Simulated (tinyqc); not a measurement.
Precursor delivery by bubblers, mass-transport growth and the solid composition of a III-V alloy: one step, computed by the program tinyqc. Command: `OMP_NUM_THREADS=1 python tinyqc.py 3016563 3016564 out.jsonl movpe_thermo walk`. One thread of a shared host (Intel(R) Xeon(R) Processor @ 2.30GHz), about 0.01 s of CPU time with the checks.

1 sccm = 44.615 micromol/min; 1 torr = 133.322 Pa. The sources decompose fully at the surface.

Task: Solid composition. A sticks fully. B desorbs: its surface pressure is p_B* = x gamma_B K/sqrt(p_V), ln gamma_B = L0 (1 - x)^2/(R T), K = 10^(log10 K at 1000 K) exp[-(H/R)(1/T - 1/1000)], p_V in torr. With equal diffusivities x = (p_2 - p_B*)/(p_1 + p_2 - p_B*). Growth rate = rate per torr x p_1/(1 - x).

Inputs (values chosen for the exercise, modelled on trimethylgallium (source 1) and trimethylindium (source 2) for the vapour pressures): bath temperature T1 = 273 K; bath temperature T2 = 306 K; growth temperature T = 1030 K; interaction L0 of the solid = 21.3 kJ/mol; log10 of p_B,eq over pure BC at 1000 K and 1 torr of group V (exaggerated: liquid indium has about -4.1) = -2.3 log10 torr; enthalpy of that equilibrium H = 299 kJ/mol.

Alloy: mixing on the group-III sites, with desorption of B.

p_V = 0.1737143 torr

vapour fraction of source 2 = 0.1834514

p_1 = 0.002407835 torr

p_2 = 5.409606e-04 torr

growth rate per torr of group III = 509.4054 micrometre/(h torr)

Constants: R = 8.314462618 J/(mol K).

Give: K/sqrt(p_V); solid fraction x; share of B incorporated, 1 - p_B*/p_2; growth rate.

Result:

K/sqrt(p_V) = 0.03427 torr

solid fraction x = 0.001313

share of B incorporated, 1 - p_B*/p_2 = 0.005852

growth rate = 1.228 micrometre/h

Only 1 % of the B supplied is built in; more group V or a lower T would raise it.
